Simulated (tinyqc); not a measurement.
AlGaN/GaN HEMT with access regions, lumped model: two steps of the calculation.

A polarisation-induced electron sheet under a Schottky gate, in series with two ungated access regions and contacts. Drift law v = mu E/(1 + mu E/vs) under the gate. Currents in mA/mm, resistances in ohm mm. No self-heating, no channel-length modulation; fits for polarisation, barrier and offset are chosen for the exercise.

Values chosen for this exercise; values close to those of AlGaN/GaN structures:
```
symbol  value        unit                                               meaning
x        0.31                                    aluminium share of the barrier
d          30          nm                                     barrier thickness
eps_r     9.6                      relative permittivity of barrier and channel
mu       1600  cm^2/(V s)                                      channel mobility
vs      1.5e7        cm/s                                   saturation velocity
Lg        0.5          um                                           gate length
Ls        1.5          um                                  source access length
Ld          8          um                                   drain access length
Rc       0.29      ohm mm                            resistance of each contact
ft       0.32              share of the drain-access electrons removed by traps
Vg          1           V                                          gate voltage
Ec          3       MV/cm                                        critical field
te        0.2          um          depth over which the depleted charge spreads
tf         50          nm                       insulator under the field plate
ei        3.9                           relative permittivity of that insulator
```

Constants: q = 1.602176634e-19 C, eps0 = 8.8541878128e-14 F/cm where lengths are in cm. Results are converted to the units shown.

Problem 1. Polarisation charge, threshold and sheet resistance. sigma = (5e13 x + 1.6e13 x^2) cm^-2, phiB = 0.84 + 1.3 x, dEc = 0.7 (1.71 x + x^2) in volts, Cb = eps0 eps_r/d, VT = phiB - dEc - q sigma/Cb, access density n0 = -Cb VT/q. Rsh = 1/(q mu n0); largest access current q n0 vs.

Give: sigma; Cb; VT; n0; Rsh; q n0 vs.

Solution 1.

sigma = 1.7038e13 cm^-2
Cb = 0.28333 uF/cm^2
VT = -8.8296 V
n0 = 1.5615e13 cm^-2
Rsh = 249.83 ohm
q n0 vs = 3752.6 mA/mm

Problem 2. On-resistance and breakdown. Ron = 2 Rc + Ls/(q mu n0) + Ld/(q mu (1 - ft) n0) + Lg/(mu Cb (Vg - VT)). Off state: a depleted stretch that holds the voltage V has the peak field sqrt(k V), k = 2 q n0/(eps0 eps_r te), so one edge holds V1 = Ec^2/k. The sheet under the plate pinches off at Vf = q n0 (1/Cb + tf/(eps0 ei)); beyond it the gate edge is screened. BV = V1 if Vf >= V1, else Vf + V1, and at most Ec Ld. Specific resistance Ron (Ls + Lg + Ld); figure of merit BV^2 over it.

Give: Ron; Vf; V1; BV; specific resistance; figure of merit.

Solution 2.

Ron = 4.006 ohm mm
Vf = 45.05 V
V1 = 30.58 V
BV = 30.58 V
specific resistance = 0.4006 mohm cm^2
figure of merit = 2.334 MW/cm^2

The plate pinches off too late to screen the gate edge, so it adds nothing.

Program tinyqc, `OMP_NUM_THREADS=1 python tinyqc.py 2570007 2570008 out.jsonl`; Intel Xeon 2.30GHz, shared host, one thread, about 0.02 s.
